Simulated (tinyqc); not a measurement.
Which input was changed? Model: precursor delivery by bubblers, mass-transport growth and the solid composition of a III-V alloy. Computed by tinyqc, a small Python program. Command: `OMP_NUM_THREADS=1 python tinyqc.py 3003129 3003130 out.jsonl movpe_thermo which`. One thread of a shared host (Intel(R) Xeon(R) Processor @ 2.30GHz), about 0.06 s of CPU time with the checks.

1 sccm = 44.615 micromol/min; 1 torr = 133.322 Pa. The sources decompose fully at the surface.

Inputs (values chosen for the exercise, modelled on triethylgallium (source 1) and trimethylindium (source 2) for the vapour pressures):
```
quantity                                                                                                  value        unit
bath temperature T1                                                                                         280           K
bath temperature T2                                                                                         306           K
bubbler pressure p_b                                                                                        400        torr
carrier flow F1                                                                                              95        sccm
carrier flow F2                                                                                             360        sccm
total flow F_t                                                                                               11         slm
group-V flow F_V                                                                                            210        sccm
reactor pressure p                                                                                          100        torr
growth temperature T                                                                                        830           K
diffusivity at 273 K and 760 torr                                                                           0.3      cm^2/s
flow cross-section A                                                                                         73        cm^2
distance from the leading edge z                                                                             12          cm
lattice constant a                                                                                         5.78    angstrom
interaction L0 of the solid                                                                                14.5      kJ/mol
log10 of p_B,eq over pure BC at 1000 K and 1 torr of group V (exaggerated: liquid indium has about -4.1)   -2.6  log10 torr
enthalpy of that equilibrium H                                                                              355      kJ/mol
```

Alloy: mixing on the group-III sites, with desorption of B.

constants a, b of source 1 (log10 torr, K): 8.097  2162

constants a, b of source 2 (log10 torr, K): 10.53  3014

Constants: k_B = 1.380649e-23 J/K; R = 8.314462618 J/(mol K).

Method:
- log10 p_v = a - b/T_bath; molar flow = F x 44.615 x p_v/(p_b - p_v) for a saturated bubbler.
- p_i = p n_i/(44615 F_t), F_t in slm; p_V = p F_V/(1000 F_t), counted per molecule supplied; V/III = 44.615 F_V/(n1 + n2); vapour fraction of source 2 = n2/(n1 + n2).
- Mean velocity u = (F_t/A)(760/p)(T/273); D = D0 (T/273)^1.75 (760/p); boundary layer delta = sqrt(pi D z/u); flux = D dp/(delta k_B T); growth rate = flux x a^3/4.
- A sticks fully. B desorbs: its surface pressure is p_B* = x gamma_B K/sqrt(p_V), ln gamma_B = L0 (1 - x)^2/(R T), K = 10^(log10 K at 1000 K) exp[-(H/R)(1/T - 1/1000)], p_V in torr. With equal diffusivities x = (p_2 - p_B*)/(p_1 + p_2 - p_B*). Growth rate = rate per torr x p_1/(1 - x).

Task: One of these inputs alone was changed, within the range given: bath temperature T2 (265 to 330); bubbler pressure p_b (200 to 800); total flow F_t (5.5 to 22); interaction L0 of the solid (7.25 to 29). Which one, and to what value?

Results:
```
run     growth rate (micrometre/h)  molar flow 1 (micromol/min)  vapour fraction of source 2
before                    4.491965                     25.31056                    0.8849379
after                     3.872580                     25.31056                    0.8849379
```

Result:

Each candidate set to reproduce growth rate, and what it then gives:
```
candidate                             range searched  value needed  molar flow 1 (micromol/min)  vapour fraction of source 2
bath temperature T2 (K)                   265 to 330         303.8                       25.311                      0.86653
bubbler pressure p_b (torr)               200 to 800         463.3                       21.837                      0.88485
total flow F_t (slm)                       5.5 to 22         14.80                       25.311                      0.88494
interaction L0 of the solid (kJ/mol)      7.25 to 29  out of reach                            -                            -
```

Only total flow F_t fits every result: it went from 11 to 14.8 slm. The next best candidate, bath temperature T2, misses one result by 2.1 %.

Caution: the boundary layer is a quarter or more of the root of the cross-section, so it fills much of the channel and depletion along the flow matters.
